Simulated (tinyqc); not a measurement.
Single-photon avalanche diode, trigger probability and counting: two steps of the calculation.

A multiplication layer of width W with the uniform field V/W; alpha = an exp(-bn/E) for electrons, beta = ap exp(-bp/E) for holes (local model, no dead space). a = alpha W, b = beta W. Electrons enter at x = 0, holes at x = W. P0 is the probability that an electron entering at 0 starts a lasting avalanche, PW the same for a hole entering at W.

Values chosen for this exercise; ionisation coefficients close to those of silicon:
- an = 6.97e5 1/cm (electron prefactor)
- bn = 1.23 MV/cm (electron field)
- ap = 1.54e6 1/cm (hole prefactor)
- bp = 2.03 MV/cm (hole field)
- W = 0.8 um (width of the multiplication layer)
- Vx = 5 V (excess bias)
- eta = 0.3 (probability that a photon makes a pair that enters the layer)
- Gd = 680 1/s (thermal generation rate in the layer)
- td = 50 ns (dead time)
- Cd = 40 fF (diode capacitance)
- Rq = 200 kohm (quench resistance)
- pa = 2.5e-8 (trapping probability per avalanche carrier)
- tt = 30 ns (trap release time)
- nph = 2.3e7 1/s (photon rate)

Constants: q = 1.602176634e-19 C. Results are converted to the units shown.

Question 1. Ionisation integrals at and above breakdown. Breakdown: ln(a/b) = a - b with a not equal to b. VB is given; V = VB + Vx.

breakdown voltage VB = 28.980472 V

Give: E at VB; a at VB; b at VB; E at V; a; b.

Answer 1.

E at VB = 0.3623 MV/cm
a at VB = 1.869
b at VB = 0.4539
E at V = 0.4248 MV/cm
a = 3.081
b = 1.035

At VB, ln(a/b) = 1.416 equals a - b.

Question 2. Detection, dark counts, afterpulses and dead-time loss. Pm is the mean trigger probability of pairs made evenly in the layer. PDP = eta P0; dark counts Gd Pm; avalanche charge Cd Vx/q; afterpulse probability pa (Cd Vx/q) exp(-td/tt) Pm; true rate n = nph PDP + dark counts; measured n/(1 + n td) (non-paralysable) or n exp(-n td) (paralysable); recharge time Rq Cd.

P0 = 0.90074130
Pm = 0.74974866

Give: PDP; dark counts; avalanche charge; afterpulse probability; true rate; measured, non-paralysable; measured, paralysable; recharge time.

Answer 2.

PDP = 0.2702
dark counts = 509.8 1/s
avalanche charge = 1.248e6 electrons
afterpulse probability = 0.4419 %
true rate = 6.216e6 1/s
measured, non-paralysable = 4.742e6 1/s
measured, paralysable = 4.555e6 1/s
recharge time = 8.000 ns

Dead time hides 24 % of the events in the first model and 27 % in the second.

Computed by the program tinyqc: `OMP_NUM_THREADS=1 python tinyqc.py 2630122 2630123 out.jsonl`, one thread of a shared Intel Xeon 2.30GHz, about 0.01 s for the whole run.
